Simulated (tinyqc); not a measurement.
One electron in a tunnel-coupled double dot: charge qubit, sensing and quantum capacitance: one step of the calculation.

Basis (left, right), H = [[ep/2, tc], [tc, -ep/2]], splitting Om = sqrt(ep^2 + 4 tc^2), ep = al times the gate voltage. In equilibrium the electron is on the right with the chance P_R = [1 + (ep/Om) tanh(Om/2 kB T)]/2.

Question. Splitting and occupation. Also the frequency Om/h, the mixing angle arctan2(2 tc, ep) and the weight of the right dot in the ground state, (1 + ep/Om)/2.

Values chosen for this exercise: tunnel coupling tc = 3.6 ueV; electron temperature T = 0.24 K; detuning ep = 2.6 ueV.

Constants: q = 1.602176634e-19 C, kB = 1.380649e-23 J/K, h = 6.62607015e-34 J s, Vt = kB T/q. Results are converted to the units shown.

Give: Om; Om/h; mixing angle; ground-state weight; kB T; P_R.

Answer.

Om = 7.6551 ueV
Om/h = 1.8510 GHz
mixing angle = 70.145 degree
ground-state weight = 0.66982
kB T = 20.682 ueV
P_R = 0.53107

tinyqc, about 0.01 s, one thread, Intel Xeon 2.30GHz (shared host): `OMP_NUM_THREADS=1 python tinyqc.py 2470020 2470021 out.jsonl`
